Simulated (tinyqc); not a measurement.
Worked calculation: six-band hole subbands of a thin body in a field. Values are carried at full precision from step to step, so a last printed digit may differ when a step is redone from the rounded ones.

Constants: hbar^2/2m0 = 3.80998211 eV angstrom^2.

Values chosen for the exercise (near those of a p-type Si channel; not measured data): S = (7.61, -2.13, 12.7) 1/TPa (compliances s11, s12, s44); sx = -2 GPa (stress along the channel [1-10], negative in compression); b = -2.07 eV (tetragonal potential); d = -4.74 eV (trigonal potential); g1 = 4.3 (Luttinger gamma1); g2 = 0.34 (gamma2); g3 = 1.45 (gamma3); face = 111 (surface); Dso = 0.044 eV (spin-orbit splitting); t = 50 angstrom (body thickness); F = 0.8 MV/cm (field across the body); kmax = 0.1 1/angstrom (end of the path).

## Strain and its block

exx = eyy = (s11 + s12) sx/2, ezz = s12 sx, exy = -s44 sx/4 (1 GPa/TPa = 1e-3). With e0 the traceless part, B_XX = 2b e0xx - b (e0yy + e0zz) and B_XY = sqrt(3) d exy.

strain, lower triangle:
```
           x          y         z
x  -0.005480
y   0.006350  -0.005480
z          0          0  0.004260
```

B (eV), lower triangle:
```
          X        Y         Z
X   0.02016
Y  -0.05213  0.02016
Z         0        0  -0.04032
```

## Confinement masses without spin-orbit coupling

C(n n^T)/c has C_XX = (g1 + 4 g2) nx^2 + (g1 - 2 g2)(ny^2 + nz^2) and C_XY = 6 g3 nx ny, n the unit normal; its eigenvalues are the inverse masses along n.

C(n n^T)/c, lower triangle:
```
        X       Y       Z
X  4.3000
Y  2.9000  4.3000
Z  2.9000  2.9000  4.3000
```

masses (m0): 0.7143  0.7143  0.0990

## The matrix for one sine at q = 0

Basis X, Y, Z times spin, hole energies counted downwards from the unstrained edge (the hydrostatic shift is left out), c = hbar^2/2m0. For a symmetric tensor T let C(T) have C_XX = L Txx + M (Tyy + Tzz), C_XY = N Txy (cyclic), L = c (g1 + 4 g2), M = c (g1 - 2 g2), N = 6 c g3. k = q + kz n, n the unit normal, q = k1 u + k2 v with u along the channel [1-10] and v = n x u. H = C(k k^T) + (Dso/3)(1 - L.sigma) - B + e F z with (L_k)_ij = -i epsilon_kij; B is the block C built from the traceless strain with 2b, -b and sqrt(3) d in place of L, M, N. Strain: exx = eyy = (s11 + s12) sx/2, ezz = s12 sx, exy = -s44 sx/4. Hard walls at z = 0 and t; basis sin(j pi z/t), j = 1 to Nz: kz^2 = (j pi/t)^2, kz = -i D with D_jl = 4 j l/(t (j^2 - l^2)), z_jj = t/2 and z_jl = -8 t j l/(pi (j^2 - l^2))^2 for j + l odd; 1 MV/cm = 0.01 eV/angstrom.

Nz = 1, in meV.

H (meV), lower triangle (Hermitian):
```
              X+       Y+      Z+            X-      Y-      Z-
X+        259.18
Y+  95.75-14.67i   259.18
Z+         43.62    43.62  319.67
X-             0        0   14.67        259.18
Y-             0        0  14.67i  95.75+14.67i  259.18
Z-        -14.67  -14.67i       0         43.62   43.62  319.67
```

## Its levels

Diagonalise; the levels come in pairs. Give each pair and its weights on X, Y, Z, summed over spin and averaged over the pair.

levels (meV): 160.83  272.99  404.21

weights:
```
   pair 1  pair 2  pair 3
X   0.495   0.188   0.318
Y   0.495   0.188   0.318
Z   0.011   0.625   0.365
```

## More sines

The four lowest pairs at q = 0.

Hole energies (meV):

| Nz | pair 1 | pair 2 | pair 3 | pair 4 |
|---|---|---|---|---|
| 1 | 160.83 | 272.99 | 404.21 | - |
| 2 | 113.90 | 226.59 | 271.31 | 380.79 |
| 4 | 103.59 | 216.43 | 227.50 | 339.80 |
| 8 | 103.40 | 216.24 | 226.74 | 339.04 |
| 16 | 103.40 | 216.24 | 226.74 | 339.04 |

One sine is 57.43 meV off in the top subband, since the field mixes the sines. The second pair lies 112.8 meV deeper.

## Dispersion of the top subband

Nz = 14; the two lowest levels (spin-split where the field breaks inversion), in meV from their value at q = 0.

Energies (meV):

| \|q\| (1/angstrom) | u a | u b | v a | v b |
|---|---|---|---|---|
| 0.025 | 16.77 | 18.08 | 2.02 | 2.16 |
| 0.050 | 65.06 | 67.64 | 7.93 | 8.11 |
| 0.075 | 122.66 | 126.43 | 17.34 | 17.48 |
| 0.100 | 157.64 | 161.60 | 30.20 | 30.29 |

From the mean of each pair in the first row, c q^2/E gives 0.14 m0 along u and 1.14 m0 along v. The largest distance between a and b in the table is 3.97 meV. These masses hold for the first row only: the band bends further out.

## Checks

- Top level at q = 0 on (001) without field and stress against c (g1 - 2 g2)(pi/t)^2, eV: both 0.05445.
- Hermiticity, and E(q) against E(-q): they agree to 1e-10 or better.

Run: tinyqc, `OMP_NUM_THREADS=1 python tinyqc.py 1280924 1280925 out.jsonl`; Intel(R) Xeon(R) Processor @ 2.30GHz, one thread, shared host; about 0.4 s of CPU time with all checks.
